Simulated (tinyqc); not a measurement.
Worked calculation: CISD on RHF in the sto-3g basis, for H3-, spin multiplicity 1. The basis has no diffuse functions, so it cannot describe the extra electron: this is an exercise in the method, not the real anion. One step of it, computed by the program tinyqc.

Problem. Iteration 8 (converged): orbitals. Diagonalise F' = X^T F X, C = X C', fill 2 alpha and 2 beta electrons from the bottom; D = 2 C_occ C_occ^T. Each column has its largest component positive (the first on a tie).

converged F (hartree), lower triangle:
```
           1H 1s      2H 1s     3H 1s
1H 1s   0.132399
2H 1s  -0.220359   0.131490
3H 1s  -0.220279  -0.033510  0.131589
```

X, lower triangle:
```
           1H 1s     2H 1s     3H 1s
1H 1s   1.143217
2H 1s  -0.233778  1.069476
3H 1s  -0.233692  0.032260  1.069426
```

Give: F' = X^T F X; orbital energies; coefficients C; D after iteration 8.

Solution.

F' = X^T F X (hartree), lower triangle:
```
         1       2       3
1   0.4192
2  -0.3622  0.2690
3  -0.3621  0.0914  0.2690
```

orbital energies (hartree): MO1 -0.1232, MO2 0.1776, MO3 0.9029

coefficients C:
```
          MO1      MO2      MO3
1H 1s  0.5445   0.0001   1.0582
2H 1s  0.4061  -0.7333  -0.7049
3H 1s  0.4058   0.7335  -0.7047
```

D after iteration 8, lower triangle:
```
        1H 1s    2H 1s   3H 1s
1H 1s  0.5930
2H 1s  0.4421   1.4052
3H 1s  0.4421  -0.7461  1.4055
```
